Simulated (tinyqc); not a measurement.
Effective charge: two electrons on one impurity (helium-like model).

Units Ha* = 2 Ry m/eps^2 and a* = a0 eps/m. One electron is bound by Z^2/2. Two electrons in the singlet built from exp(-a r) and exp(-b r): S = 8 (ab)^(3/2)/(a + b)^3, h_aa = a^2/2 - Z a, h_bb alike, h_ab = S (ab/2 - Z (a + b)/2), J = ab (a^2 + 3ab + b^2)/(a + b)^3, K = 20 (ab)^3/(a + b)^5, E = (h_aa + h_bb + 2 S h_ab + J + K)/(1 + S^2). For a = b this is a^2 - 2 Z a + 5a/8. Real double donors are deeper, since the central cell is left out.

Values chosen for the exercise (out of a larger set: near those of impurities in Si; not measured data):
- m = 0.304 m0 (one mean mass)
- eps = 11.9 (dielectric constant)
- Zs = (0.98, 1.05, 1.29, 1.55, 2.06, 2.81, 3.63) (charges)

Ha* = 58.4158 meV

Binding of the first electron, of the second (-E - Z^2/2) with equal and with unequal orbitals, and U, the first less the second (unequal).

Results (meV):
```
Z     first  second, equal  second, unequal   a/b      U  U/(Z Ha*)
0.98   28.1          -2.02             0.42  3.92   27.6      0.483
1.05   32.2          -0.43             1.82  3.25   30.4      0.495
1.29   48.6           7.21             9.13  2.44   39.5      0.524
1.55   70.2          19.29            21.05  2.11   49.1      0.543
2.06  123.9          54.44            56.07  1.81   67.9      0.564
2.81  230.6         133.74           135.28  1.62   95.4      0.581
3.63  384.9         258.04           259.54  1.51  125.3      0.591
```

Equal orbitals bind a second electron only above Z = (5/16)/(1 - 1/sqrt2) = 1.067; unequal ones do so in 7 of the 7 rows. Their gain is 2.44 meV in the first row and 1.49 in the last, while the second binding grows to 260 meV, so the gain decides the matter only near Z = 1. U grows almost linearly with Z: U/(Z Ha*) goes from 0.483 to 0.591, towards 5/8, while the first binding grows as Z^2. Angular correlation is left out: at Z = 1 this function binds the second electron by 0.0133 Ha*, half the exact 0.0278.

(tinyqc, `OMP_NUM_THREADS=1 python tinyqc.py 1280780 1280781 out.jsonl`, Intel(R) Xeon(R) Processor @ 2.30GHz, 1 thread, shared host, about 0.05 s.)
